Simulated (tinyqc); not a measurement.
Worked calculation: RHF in the 6-31g basis, for H4, spin multiplicity 1. Computed by tinyqc, a small Python program that keeps every step (integrals from PySCF). Settings: charge = 0, multiplicity = 1, basis = 6-31g, energy threshold = 1e-10, iteration cap = 52, orthogonalisation = canonical, start = atomic densities, DIIS depth = 0, damping = 0.7, method = RHF. Command: `OMP_NUM_THREADS=1 python tinyqc.py 31981 31982 out.jsonl` (the two numbers bound the seeds that draw the settings). One thread of a shared host (Intel(R) Xeon(R) Processor @ 2.60GHz), about 0.07 s of CPU time with the checks.

Geometry (angstrom):
```
atom         x         y         z
H     0.000000  0.000000  0.000000
H     0.000000  0.000000  0.778000
H     0.000000  1.720000  0.000000
H     0.000000  1.720000  0.778000
```

Stop when the energy changes by less than 1e-10 hartree and every element of the error matrix X^T (F D S - S D F) X is below 3e-06.

Course of the cycle:
```
iteration  E (hartree)     change  largest element of the error matrix
1          -1.67012923          -                             1.90e-01
2          -1.81819116  -1.48e-01                             1.49e-01
3          -1.92988967  -1.12e-01                             1.16e-01
4          -2.01209396  -8.22e-02                             9.01e-02
5          -2.07164165  -5.95e-02                             6.96e-02
6          -2.11432770  -4.27e-02                             5.36e-02
7          -2.14471043  -3.04e-02                             4.11e-02
8          -2.16623075  -2.15e-02                             3.15e-02
9          -2.18142206  -1.52e-02                             2.40e-02
10         -2.19212014  -1.07e-02                             1.83e-02
11         -2.19964128  -7.52e-03                             1.39e-02
12         -2.20492257  -5.28e-03                             1.06e-02
13         -2.20862788  -3.71e-03                             8.04e-03
14         -2.21122590  -2.60e-03                             6.09e-03
...                ...        ...                                  ...
39         -2.21730233  -3.50e-07                             4.88e-06
40         -2.21730257  -2.45e-07                             3.66e-06
41         -2.21730274  -1.72e-07                             2.74e-06
42         -2.21730286  -1.20e-07                             2.05e-06
43         -2.21730295  -8.40e-08                             1.54e-06
44         -2.21730301  -5.88e-08                             1.15e-06
45         -2.21730305  -4.12e-08                             8.61e-07
46         -2.21730308  -2.88e-08                             6.45e-07
47         -2.21730310  -2.02e-08                             4.82e-07
48         -2.21730311  -1.41e-08                             3.61e-07
49         -2.21730312  -9.89e-09                             2.70e-07
50         -2.21730313  -6.92e-09                             2.02e-07
51         -2.21730313  -4.85e-09                             1.51e-07
52         -2.21730313  -3.39e-09                             1.13e-07
```

Can the last value be used, and what does the course show?

Not by the stop rule, although the second column moves by less than 1e-07 over the last three steps. Not converged within the cap of 52 iterations: the residual falls steadily but slowly, by a factor of about 0.75 a step. Reruns (cap 100 unless said): DIIS 8: converged in 6; damping 0.5: converged in 34; level shift 0.5: converged in 13; atomic densities as start, DIIS 8: converged in 6; the original settings with a cap of 400: converged in 62. PySCF RHF in the same basis = -2.21730314 hartree.
